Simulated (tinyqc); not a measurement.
Double-gate transistor, scale length and short-channel effects: one step of the calculation.

A body of thickness ts between two insulators of thickness ti and two tied gates. Below threshold the potential that source and drain add obeys Laplace's equation and vanishes on the gate. Its lowest mode decays along the channel as exp(-k y); k is the smallest positive root of the matching condition at the interface, and the scale length is Lambda = pi/k.

Problem. Decay constant by Newton steps. f(k) = ei cos(k ti) cos(k ts/2) - eps_r sin(k ti) sin(k ts/2); f' by a central difference with +/- 1e-5 1/nm; k(new) = k - f/f'.

Inputs (values chosen for the exercise); permittivities: semiconductor close to that of silicon, insulator close to that of silicon dioxide:

| symbol | value | unit | meaning |
|---|---|---|---|
| eps_r | 11.5 |  | relative permittivity of the semiconductor |
| ei | 3.75 |  | relative permittivity of the insulator |
| ti | 2.2 | nm | insulator thickness |
| ts | 9.4 | nm | body thickness |

k after iteration 1 = 0.15714686 1/nm

Give: f; f'; k after iteration 2.

Solution.

f = -0.01495
f' = -42.80 nm
k after iteration 2 = 0.1568 1/nm

Numbers from tinyqc (`OMP_NUM_THREADS=1 python tinyqc.py 2420011 2420012 out.jsonl`; about 0.01 s on one thread of a shared Intel Xeon 2.30GHz).
